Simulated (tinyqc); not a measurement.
Carrier lifetime of an n-type layer with SRH, radiative, Auger and surface recombination: lifetime against injection.

Uniform excess density dn = dp (no trapping), n = n0 + dn, p = p0 + dn, Boltzmann statistics, full ionisation. Surfaces enter as a rate 2 S dn/d, which holds while diffusion to them is fast.

ni = sqrt(Nc Nv) exp(-Eg/(2 Vt)), Eg in volts; majority density N/2 + sqrt(N^2/4 + ni^2), n0 p0 = ni^2; n1 = Nc exp(-Et/Vt), p1 = Nv exp((Et - Eg)/Vt); tn0 = 1/(sn vth Nt), tp0 = 1/(sp vth Nt). With e = n p - ni^2 = dn (n0 + p0 + dn): U_SRH = e/(tp0 (n + n1) + tn0 (p + p1)), U_rad = B e, U_Aug = (Cn n + Cp p) e, U_s = 2 S dn/d. Each tau is dn over its rate; tau = dn/U with U the sum.

Values chosen for this exercise; band and dielectric values close to those of silicon:
```
symbol     value    unit                                      meaning
T            250       K                                  temperature
Eg          1.12      eV                                     band gap
Nc       2.14e19   cm^-3       conduction-band density of states at T
Nv       1.99e19   cm^-3          valence-band density of states at T
B       4.63e-15  cm^3/s                        radiative coefficient
N         7.9e14   cm^-3                                donor density
Cn       3.5e-31  cm^6/s            Auger coefficient (two electrons)
Cp       1.7e-31  cm^6/s                Auger coefficient (two holes)
Nt        6.2e11   cm^-3                                 trap density
sn         2e-15    cm^2          capture cross-section for electrons
sp         6e-14    cm^2              capture cross-section for holes
vth        1.3e7    cm/s             thermal velocity (both carriers)
Et          0.28      eV         trap level below the conduction band
S              0    cm/s  surface recombination velocity (both faces)
d             10      um                             sample thickness
```

Constants: q = 1.602176634e-19 C, kB = 1.380649e-23 J/K, Vt = kB T/q. Results are converted to the units shown.

Result of one run:

| tau_SRH (s) | tau_rad (s) | tau_Aug (s) | tau (s) | radiative share (%) | largest path |
|---|---|---|---|---|---|
| 5.957e-5 | 0.02002 | 0.01692 | 5.919e-5 | 0.2957 | SRH |

Which excess density dn gave this result: 1e13, 1e14, 1e15, 1e16 or 1e19 cm^-3?

dn = 1e16 cm^-3.

The whole series:

| dn (cm^-3) | tau_SRH (s) | tau_rad (s) | tau_Aug (s) | tau (s) | radiative share (%) | largest path |
|---|---|---|---|---|---|---|
| 1e11 | 2.203e-6 | 0.2734 | 4.577 | 2.203e-6 | 8.058e-4 | SRH |
| 1e12 | 2.273e-6 | 0.2731 | 4.564 | 2.273e-6 | 8.325e-4 | SRH |
| 1e13 | 2.969e-6 | 0.2700 | 4.437 | 2.969e-6 | 0.001100 | SRH |
| 1e14 | 9.151e-6 | 0.2427 | 3.420 | 9.150e-6 | 0.003771 | SRH |
| 1e15 | 3.678e-5 | 0.1207 | 0.7014 | 3.677e-5 | 0.03047 | SRH |
| 1e16 | 5.957e-5 | 0.02002 | 0.01692 | 5.919e-5 | 0.2957 | SRH |
| 1e17 | 6.362e-5 | 0.002143 | 1.898e-4 | 4.661e-5 | 2.175 | SRH |
| 1e18 | 6.405e-5 | 2.158e-4 | 1.921e-6 | 1.849e-6 | 0.8566 | Auger |
| 1e19 | 6.410e-5 | 2.160e-5 | 1.923e-8 | 1.921e-8 | 0.08893 | Auger |

SRH recombination leads at dn = 1e11, Auger from 1e18 on. The total lifetime goes from 2.20e-6 through a maximum of 5.92e-5 (at dn = 1e16 among the rows listed) to 1.92e-8 s. tau_SRH goes from 2.20e-6 s (low-injection limit 2.19e-6 s) to 6.41e-5 s (high-injection limit tn0 + tp0 = 6.41e-5 s). Between the last two rows tau_rad goes as dn^(-1.00) and tau_Aug as dn^(-2.00); the radiative share goes from 8.06e-4 through a maximum of 2.18 (at dn = 1e17 among the rows listed) to 0.0889 %. For dn = 1e19 the carriers are degenerate, where B and the Auger coefficients no longer stay constant.

Computed by the program tinyqc: `OMP_NUM_THREADS=1 python tinyqc.py 2300137 2300138 out.jsonl`, one thread of a shared Intel Xeon 2.30GHz, about 0.01 s for the whole run.
